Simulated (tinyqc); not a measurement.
Yield over energy: physical sputtering: collision-cascade yield, angular dependence, faceting and resputtering in deposition. Computed by tinyqc, a small Python program. Command: `OMP_NUM_THREADS=1 python tinyqc.py 3028256 3028257 out.jsonl sputter walk`. One thread of a shared host (Intel(R) Xeon(R) Processor @ 2.30GHz), about 0.01 s of CPU time with the checks.

Ions start collision cascades; atoms that reach the surface with more than U leave. The target is amorphous or fine-grained.

Inputs (values chosen for the exercise, modelled on neon ions on tantalum): ion Z1 = 10; ion mass M1 = 20.2 u; target Z2 = 73; target mass M2 = 180.9 u; surface binding energy U = 8.1 eV; target density N = 55.5 1/nm^3; fit factor Q = 0.52; ion energy E = 8600 eV; current density J = 0.055 mA/cm^2.

Constants: e = 1.602176634e-19 C.

Method. gamma = 4 M1 M2/(M1 + M2)^2; threshold E_th = 6.7 U/gamma for M1 >= M2, else U (1 + 5.7 M1/M2)/gamma. eps = 0.03255 M2 E/(Z1 Z2 (M1 + M2) z), z = (Z1^(2/3) + Z2^(2/3))^(1/2), E in eV; s_n = 3.441 sqrt(eps) ln(eps + 2.718)/(1 + 6.355 sqrt(eps) + eps (6.882 sqrt(eps) - 1.708)); S_n = 84.78 Z1 Z2 M1 s_n/((M1 + M2) z) in eV angstrom^2; alpha = 0.249 (M2/M1)^0.56 + 0.0035 (M2/M1)^1.5 for M1 <= M2, else 0.0875 (M2/M1)^(-0.15) + 0.165 M2/M1; Y0 = 0.042 Q alpha S_n/U [1 - sqrt(E_th/E)]^2.5 (the electronic-loss factor of the full formula is dropped). Erosion rate = Y0 J/(e N); 1 cm^2 = 1e14 nm^2.

threshold E_th = 36.6751 eV

Normal incidence:
```
E (eV)         eps  S_n (eV angstrom^2)          Y0  Y0 per keV
50      4.2653e-04                83.11  1.6512e-03     0.03302
100     8.5305e-04               112.22  2.7894e-02     0.27894
200     1.7061e-03               149.21  9.3857e-02     0.46928
300     2.5592e-03               174.77  1.5168e-01     0.50561
500     4.2653e-03               211.08  2.4385e-01     0.48770
1000    8.5305e-03               267.12  3.9949e-01     0.39949
2000    1.7061e-02               329.19  5.8219e-01     0.29110
5000    4.2653e-02               414.79  8.4375e-01     0.16875
10000   8.5305e-02               475.28  1.0345e+00     0.10345
30000   2.5592e-01               537.27  1.2507e+00     0.04169
100000  8.5305e-01               493.64  1.1968e+00     0.01197
```

The yield per keV peaks at 300 eV among these rows, 8 times the threshold, the most economical range for removing atoms. Y0 varies as E^4.08 between the first rows and as E^-0.04 at the end; it peaks near 30000 eV, close to the broad maximum of nuclear stopping. Caution: the electronic-loss factor, dropped here, would lower the yields at the highest energies slightly.

Extremes, crossings and ranges named in words are read from the listed rows.
